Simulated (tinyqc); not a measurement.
## Deep-level transient spectroscopy: the DLTS spectrum

Schottky contact on an n-type layer with shallow donors Nd (all ionised) and a donor-like deep trap, neutral when filled and positive when empty; depletion approximation. Traps within lam of the depletion edge stay filled. A long pulse to Vp fills the traps beyond x1 = Wp - lam; back at Vr those between x1 and x2 = Wr - lam emit. A rate window reads S = C(t2) - C(t1).

Emission rate en = sn vth(T) Nc(T) exp(-Et/kB T) = sn g T^2 exp(-Et/kB T), g = vth Nc/(300 K)^2, as vth goes as T^0.5 and Nc as T^1.5 (degeneracy factor 1). lam = sqrt(2 eps0 eps_r (EF - ET)/(q Nd)), EF - ET = Et - (kB T/q) ln(Nc(T)/Nd), Nc(T) = Nc (T/300 K)^1.5. In the steady state at the band bending V, 2 eps0 eps_r V/q = Nd W^2 + Nt (W - lam)^2 (the second term only if W > lam). W(t)^2 = Wr^2 + (Nt/Nd)(x2^2 - x1^2) exp(-en t), C = eps0 eps_r/W; for small Nt, dC/C = -(Nt/2 Nd) G exp(-en t) with G = (x2^2 - x1^2)/Wr^2. For an exponential transient S peaks where en = ew = ln(t2/t1)/(t2 - t1).

Values chosen for this exercise; material values those of a made-up semiconductor: relative permittivity eps_r = 15; conduction-band density of states at 300 K Nc = 2.77e19 cm^-3; thermal velocity at 300 K vth = 2.3e7 cm/s; shallow donor density Nd = 3.8e15 cm^-3; built-in voltage Vbi = 0.53 V; depth of the trap below the conduction edge Et = 0.23 eV; capture cross-section sn = 2.2e-17 cm^2; trap density Nt = 1.3e13 cm^-3; reverse bias Vr = 5.9 V; reverse bias during the filling pulse Vp = 0 V; first sampling time t1 = 5 ms; second sampling time t2 = 12.5 ms.

Constants: q = 1.602176634e-19 C, kB = 1.380649e-23 J/K, eps0 = 8.8541878128e-14 F/cm where lengths are in cm. Results are converted to the units shown.

Result of one run:
```
T (K)  en (1/s)  S (pF/cm^2)
176      1251.2     0.019101
```

What becomes of these results when the temperature of the transient T is changed from 176 to 160 K, all else the same?

Result of the changed run:
```
T (K)  en (1/s)  S (pF/cm^2)
160      226.96       2.5765
```

The whole series:
```
T (K)  en (1/s)  S (pF/cm^2)
130      3.1897      0.22151
135      7.3581      0.49486
140      16.033       1.0044
145      33.189       1.8014
150      65.601       2.7151
155      124.36       3.1754
160      226.96       2.5765
166      446.46       1.0207
171      758.11      0.22301
176      1251.2     0.019101
181      2011.9    4.2801e-4
186      3158.1    1.3952e-6
```

S goes from 0.222 through a maximum of 3.18 (at T = 155 K among the rows listed) to 1.40e-6 pF/cm^2; en equals ew = 122 1/s at 154.9 K. Colder, the trap has hardly emitted by t2; warmer, it is empty before t1. Rows above half of the largest S span 145 to 160 K.

Computed by the program tinyqc: `OMP_NUM_THREADS=1 python tinyqc.py 2050006 2050007 out.jsonl`, one thread of a shared Intel Xeon 2.30GHz, about 0.01 s for the whole run.
